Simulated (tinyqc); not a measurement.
CCSD on RHF in the sto-6g basis, for H4, spin multiplicity 1, step by step. One step of it, computed by the program tinyqc.

Question. Iteration 2 (converged): orbitals. Diagonalise F' = X^T F X, C = X C', fill 2 alpha and 2 beta electrons from the bottom; D = 2 C_occ C_occ^T. Each column has its largest component positive (the first on a tie).

converged F (hartree), lower triangle:
```
           1H 1s      2H 1s      3H 1s      4H 1s
1H 1s  -0.467754
2H 1s  -0.673106  -0.467754
3H 1s  -0.470705  -0.448831  -0.467754
4H 1s  -0.448831  -0.470705  -0.673106  -0.467754
```

X:
```
               1          2          3         4
1H 1s   1.103314   0.714622   0.575065  0.313166
2H 1s  -1.103314  -0.714622   0.575065  0.313166
3H 1s  -1.103314   0.714622  -0.575065  0.313166
4H 1s   1.103314  -0.714622  -0.575065  0.313166
```

Give: F' = X^T F X; orbital energies; coefficients C; D after iteration 2.

Answer.

F' = X^T F X (hartree), lower triangle:
```
       1      2       3       4
1  1.106
2  0.000  0.375
3  0.000  0.000  -0.293
4  0.000  0.000   0.000  -0.808
```

orbital energies (hartree): MO1 -0.808, MO2 -0.293, MO3 0.375, MO4 1.106

coefficients C:
```
         MO1     MO2     MO3     MO4
1H 1s  0.313   0.575   0.715   1.103
2H 1s  0.313   0.575  -0.715  -1.103
3H 1s  0.313  -0.575   0.715  -1.103
4H 1s  0.313  -0.575  -0.715   1.103
```

D after iteration 2, lower triangle:
```
        1H 1s   2H 1s  3H 1s  4H 1s
1H 1s   0.858
2H 1s   0.858   0.858
3H 1s  -0.465  -0.465  0.858
4H 1s  -0.465  -0.465  0.858  0.858
```
